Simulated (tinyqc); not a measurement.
Inside a calculation: k.p values derived from sp3s* tight binding at Gamma. Values are carried at full precision from step to step, so a last printed digit may differ when a step is redone from the rounded ones.

At Gamma the states are two-level mixtures: s-like S+ (upper) and S- (lower) from [[Esa, Vss], [Vss, Esc]], p-like P- (valence) and P+ from [[Epa, Vxx], [Vxx, Epc]], and the bare s* levels. With real k in 1/angstrom and kz = 0, the phase sums over the four bonds are g0 = 1 - (a k/4)^2/2, g1 = i a kx/4, g3 = -(a/4)^2 kx ky to second order. Each mixture is written (anion, cation) with the anion part positive. c = hbar^2/2m0. No spin-orbit coupling.

Constants: hbar^2/2m0 = 3.80998211 eV angstrom^2.

Values chosen for the exercise (near a published set for GaAs, fitted to gaps, whose masses and valley positions are rough; the results hold for these values, not for the real material):
- Esa = -8.368 eV (s level of the anion)
- Esc = -2.643 eV (s level of the cation)
- Epa = 1.037 eV (p level of the anion)
- Epc = 3.639 eV (p level of the cation)
- Vss = -6.513 eV (s-s)
- Vxx = 1.962 eV (px-px)
- a = 5.649 angstrom (lattice constant)
- Vsapc = 4.489 eV (s anion, p cation)
- Vscpa = 5.734 eV (s cation, p anion)
- Vxapc = 4.813 eV (s* anion, p cation)
- Vpaxc = 4.784 eV (p anion, s* cation)
- Exa = 8.63 eV (s* level of the anion)
- Exc = 6.716 eV (s* level of the cation)
- Vxy = 5.099 eV (px-py)

## States at Gamma

Solve the two blocks.

States:
```
state    E (eV)  anion part  cation part
S-     -12.6198     0.83736      0.54664
P-      -0.0162     0.88109     -0.47295
S+       1.6088     0.54664     -0.83736
P+       4.6922     0.47295      0.88109
```

## Linear terms and the Kane energy

<s state|dH/dkx|x state> = i P with P = (a/4)(sa pc Vsapc + sc pa Vscpa), sa, sc and pa, pc being the parts of the two states; for s* on the anion P = (a/4) pc Vxapc, on the cation (a/4) pa Vpaxc. Ep = P^2/c for S+ to P-.

Couplings:
```
pair       P (eV angstrom)  E(first) - E(second) (eV)
S+ to P-           -7.6135                     1.6249
S+ to P+           -0.1536                    -3.0834
S- to P-            1.3896                   -12.6036
s*a to P-          -3.2147                     8.6462
s*c to P-           5.9528                     6.7322
```

Ep = 15.214 eV

The two terms of S+ to P- have the same sign and add: S+ and P- both change sign from anion to cation. An on-site momentum element between s and p, which real atoms have, is absent from this model.

## Electron mass

m0/m = [<S+|d2H/dkx^2|S+>/2 + sum P^2/(E(S+) - E(P))]/c over P- and P+, with the direct term -(a/4)^2 sa sc Vss.

parts of m0/m: direct -1.561, from P- 9.363, from P+ -0.002

mass = 0.1282 m0

The valence band supplies 120 % of m0/m; the direct term, which stands in for the free-electron 1, is -1.56. Sets of this kind were fitted to gaps and often give too heavy a mass, by up to a factor of two.

## Valence parameters L, M, N and the Luttinger values

Direct terms d0 = -(a/4)^2 pa pc Vxx, dN = -2 (a/4)^2 pa pc Vxy for P-. F = sum P^2/(E(P-) - E(s)) over S+, S-, s*a, s*c. The y state of P- couples to the z state of P+ through Q = (a/4) Vxy (pa p'c - pc p'a), primes for P+, and H1 = Q^2/(E(P-) - E(P+)). L = d0 + F, M = d0 + H1, N = dN + F + H1; g1 = -(L + 2M)/(3c), g2 = -(L - M)/(6c), g3 = -N/(6c).

d0, dN, F, Q, H1 (eV angstrom^2; Q in eV angstrom): 1.6306  8.4756  -41.9784  7.2011  -11.0136

L, M, N (eV angstrom^2): -40.348  -9.383  -44.516

g1, g2, g3: 5.172  1.355  1.947

Along [100] the masses without spin-orbit coupling are c/|L| = 0.094 (one band) and c/|M| = 0.406 (two bands).

## Checks

- Electron mass against a finite difference of the full bands: both 0.1282.
- L and M against finite differences along [100]: largest relative difference 2.0e-05.
- Lowest curvature along [111], (L + 2M + 2N)/3, against a finite difference: -49.382 against -49.381.

(tinyqc, `OMP_NUM_THREADS=1 python tinyqc.py 1481434 1481435 out.jsonl`, Intel(R) Xeon(R) Processor @ 2.30GHz, 1 thread, shared host, about 0.01 s.)
